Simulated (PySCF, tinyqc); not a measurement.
Worked calculation (part 2 of 2): RHF in the 3-21g basis, for H3-, spin multiplicity 1. The basis has no diffuse functions, so it cannot describe the extra electron: this is an exercise in the method, not the real anion. The lowest restricted solution is unstable here: a spin-polarised one lies 0.0053 hartree lower (PySCF). Computed by tinyqc, a small Python program that keeps every step (integrals from PySCF). Command: `OMP_NUM_THREADS=1 python tinyqc.py 23936 23937 out.jsonl` (the two numbers bound the seeds that draw the settings). One thread of a shared host (Intel(R) Xeon(R) Processor @ 2.60GHz), about 0.04 s of CPU time with the checks.

Geometry (angstrom):
```
atom        x        y        z
H     0.00000  0.00000  0.00000
H     0.00000  0.00000  1.14600
H     0.00000  1.26100  0.01300
```

## Convergence

Stop when the energy changes by less than 1e-09 hartree and every element of the error matrix X^T (F D S - S D F) X is below 9e-06.

Course of the cycle:
```
iteration  E (hartree)     change  largest element of the error matrix
1           -1.2722216          -                             3.67e-01
2           -1.4282440  -1.56e-01                             4.01e-02
3           -1.4304396  -2.20e-03                             5.44e-03
4           -1.4304881  -4.85e-05                             8.26e-04
5           -1.4304900  -1.86e-06                             2.12e-04
6           -1.4304901  -1.11e-07                             6.24e-05
7           -1.4304901  -9.46e-09                             2.00e-05
8           -1.4304901  -1.22e-09                             7.13e-06
9           -1.4304901  -2.22e-10                             2.81e-06
```

PySCF RHF in the same basis = -1.4304901 hartree

Converged in 9 iterations.

## Populations, bond orders and dipole

D after iteration 9:
```
         1H 1s    1H 2s     2H 1s     2H 2s     3H 1s     3H 2s
1H 1s  0.09116  0.15756   0.07325   0.13270   0.05136   0.08141
1H 2s  0.15756  0.27315   0.11999   0.20199   0.09662   0.17273
2H 1s  0.07325  0.11999   0.11228   0.32772  -0.02206  -0.19317
2H 2s  0.13270  0.20199   0.32772   1.10824  -0.18734  -0.95175
3H 1s  0.05136  0.09662  -0.02206  -0.18734   0.10402   0.35244
3H 2s  0.08141  0.17273  -0.19317  -0.95175   0.35244   1.32447
```

overlap S:
```
         1H 1s    1H 2s    2H 1s    2H 2s    3H 1s    3H 2s
1H 1s  1.00000  0.64590  0.12384  0.31782  0.08143  0.27370
1H 2s  0.64590  1.00000  0.31782  0.65078  0.27370  0.59442
2H 1s  0.12384  0.31782  1.00000  0.64590  0.01200  0.13697
2H 2s  0.31782  0.65078  0.64590  1.00000  0.13697  0.39062
3H 1s  0.08143  0.27370  0.01200  0.13697  1.00000  0.64590
3H 2s  0.27370  0.59442  0.13697  0.39062  0.64590  1.00000
```

Mulliken: Z minus the diagonal of D S on the atom; Loewdin: the same with S^(1/2) D S^(1/2); Mayer order: 2 sum_s sum (D(s) S)_ij (D(s) S)_ji over the two atoms.

Charges (e):
```
atom  Mulliken   Loewdin
1H     0.05573   0.08971
2H    -0.44055  -0.46156
3H    -0.61519  -0.62815
```

Mayer bond orders:
```
pair    order
2-1   0.58736
3-1   0.41034
3-2   0.13452
```

dipole moment about the origin, x y z (debye): 0.00000  -3.74559  -2.44630
